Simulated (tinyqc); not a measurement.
Elastic trap-assisted tunnelling through a dielectric: one step of the calculation.

Emitter at x = 0 (Fermi level 0), collector at x = t (Fermi level -V), band edge U(x) = phi - F x, F = V/t. A trap at x has the energy E = U(x) - Et. With G(u) = (4/(3 F)) sqrt(mo/C) max(u, 0)^1.5, C = hbar^2/(2 m0): S1 = G(phi - E) - G(Et), S2 = G(Et) - G(phi - V - E), T1,2 = exp(-S1,2). The steady rate through one trap is nu T1 T2 (f1 - f2)/(T1 + T2), f1 = f(E), f2 = f(E + V), f(y) = 1/(1 + exp(y/Vt)); both contacts offer states at E.

Problem. The best-placed trap against direct tunnelling. At x = xs: E, S1, S2 and the occupation (T1 f1 + T2 f2)/(T1 + T2). Direct tunnelling at E = 0 has S = (4/(3 F)) sqrt(mo/C) [phi^1.5 - max(phi - V, 0)^1.5].

Values chosen for this exercise; dielectric values close to those of silicon dioxide:
- T = 350 K (temperature)
- phi = 3.08 eV (barrier above the emitter Fermi level)
- mo = 0.49 m0 (tunnelling mass)
- t = 4.2 nm (thickness)
- Et = 2.36 eV (trap depth below the band edge of the dielectric)
- nu = 1e14 1/s (attempt frequency)
- V = 3.16 V (voltage)

Constants: q = 1.602176634e-19 C, kB = 1.380649e-23 J/K, hbar = 1.054571817e-34 J s, m0 = 9.1093837015e-31 kg, Vt = kB T/q, hbar^2/(2 m0) = 0.0380998212 eV nm^2. Results are converted to the units shown.

xs = 1.63 nm

Find: E; S1; S2; occupation; S of direct tunnelling.

Solution.

E = -0.50638 eV
S1 = 20.123
S2 = 21.272
occupation = 0.75932
S of direct tunnelling = 34.353

Range of the model: Phonon-assisted (inelastic) capture, chains of traps and a spread of trap depths are left out.

Computed by the program tinyqc: `OMP_NUM_THREADS=1 python tinyqc.py 2370016 2370017 out.jsonl`, one thread of a shared Intel Xeon 2.30GHz, about 0.03 s for the whole run.
